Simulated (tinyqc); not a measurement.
Worked calculation: pair-potential crystal by lattice sums. Computed by tinyqc, a small Python program that keeps every step. Command: `OMP_NUM_THREADS=1 python tinyqc.py 3018692 3018693 out.jsonl pairsum walk`. One thread of a shared host (Intel(R) Xeon(R) Processor @ 2.30GHz), about 0.02 s of CPU time with the checks. Intermediate numbers are printed to about 5 digits and carried at full precision; extremes and crossings named in words are read from the listed rows.

Energy per atom E = (1/2) sum over neighbours of phi(r); d is the nearest-neighbour distance.

Inputs (values chosen for the exercise, for model atoms):
```
quantity,value,unit
well depth eps,0.0574,eV
pair minimum r0,2.87,angstrom
cut-off r_c/r0,1.87,-
trial neighbour distance d/r0,1.02,-
stiffness alpha r0,5.8,-
```

Potential: Morse. Structure: bcc.

Constants: 1 eV/angstrom^3 = 160.2176634 GPa.

## Shell sums at the trial distance

phi0(r) = eps [exp(-2 alpha (r - r0)) - 2 exp(-alpha (r - r0))]; shifted-force cut-off: phi(r) = phi0(r) - phi0(r_c) - (r - r_c) phi0'(r_c) for r < r_c, zero beyond. Shells (distance in units of d, count): fcc 1.0000 (12), 1.4142 (6), 1.7321 (24), 2.0000 (12), 2.2361 (24), 2.4495 (8), 2.6458 (48), 2.8284 (6), 3.0000 (36), 3.1623 (24); hcp 1.0000 (12), 1.4142 (6), 1.6330 (2), 1.7321 (18), 1.9149 (12), 2.0000 (6), 2.2361 (12), 2.3805 (12), 2.4495 (6), 2.5166 (6), 2.5820 (12), 2.6458 (24), 2.7080 (6), 2.8868 (12), 3.0000 (12), 3.1091 (24), 3.1623 (12); bcc 1.0000 (8), 1.1547 (6), 1.6330 (12), 1.9149 (24), 2.0000 (8), 2.3094 (6), 2.5166 (24), 2.5820 (24), 2.8284 (24), 3.0000 (32); sc 1.0000 (6), 1.4142 (12), 1.7321 (8), 2.0000 (6), 2.2361 (24), 2.4495 (24), 2.8284 (12), 3.0000 (30), 3.1623 (24); diamond 1.0000 (4), 1.6330 (12), 1.9149 (12), 2.3094 (6), 2.5166 (12), 2.8284 (24), 3.0000 (16). Volumes per atom in d^3: fcc 0.70711, hcp 0.70711, bcc 0.76980, sc 1.00000, diamond 1.53960; hcp has the ideal c/a. Every shell inside the cut-off is summed. List each shell within the cut-off.

Shells:
```
shell,count,r (angstrom),phi (eV),phi' (eV/angstrom),phi'' (eV/angstrom^2)
1,8,2.9274,-0.052357,0.021143,0.32605
2,6,3.3803,-0.029954,0.051744,-0.04796
3,12,4.7804,-0.000785,0.003298,-0.00945
```

## Energy and virial pressure

E = (1/2) sum count x phi; P = -(1/(6 Omega)) sum count x r phi', Omega = 0.769800 d^3.

energy at the trial distance = -0.30400 eV/atom

pressure at the trial distance = -2.3974 GPa

The pressure is negative, so the lattice wants to contract.

## Equilibrium

Equilibrium: dE/dd = 0 at the lowest minimum with d between 0.78 r0 and 1.45 r0; B = d^2 E''(d)/(9 Omega). Unrelaxed vacancy: removing an atom breaks its bonds (2|E|) and placing it on the surface returns |E|, so E_v = |E|.

equilibrium distance d = 2.7690 angstrom

energy per atom = -0.33163 eV

bulk modulus B = 24.854 GPa

unrelaxed vacancy energy = 0.33163 eV

d is 3.5 % shorter than r0, because further shells pull and the first shell must push back.

## Elastic constants

At zero stress C_ijkl = (1/(2 Omega)) sum (phi'' - phi'/r) R_i R_j R_k R_l / r^2 over all neighbours, on cube axes; so C44 = C12 (Cauchy relation). C' = (C11 - C12)/2.

C11 = 21.731 GPa

C12 = C44 = 26.415 GPa

C' = -2.3418 GPa

C' is negative: the structure is unstable against a tetragonal shear.

## Ranking of structures

The formulas are those given above.

Each structure at its own equilibrium:
```
structure,neighbours,d (angstrom),E (eV/atom),volume (angstrom^3),B (GPa)
fcc,12,2.8317,-0.34525,16.056,26.978
hcp,12,2.8329,-0.34535,16.075,27.064
bcc,8,2.7690,-0.33163,16.344,24.854
sc,6,2.7584,-0.21349,20.989,12.995
diamond,4,2.8258,-0.11365,34.739,4.130
```

The order is hcp < fcc < bcc < sc < diamond; hcp lies 0.10 meV below fcc. fcc (-0.345247 eV) and hcp (-0.345349 eV) share two shells and differ from the third on. Pair forces reward the number of bonds: diamond reaches only 33 % of the best binding. Caution: each structure is relaxed in d alone and may be unstable against shear; the tiny fcc-hcp difference depends on the cut-off.

Checks made by the program: virial pressure against -dE/dV (relative difference 4e-09); (C11 + 2 C12)/3 against the curvature of E(d) (relative difference 1e-09).
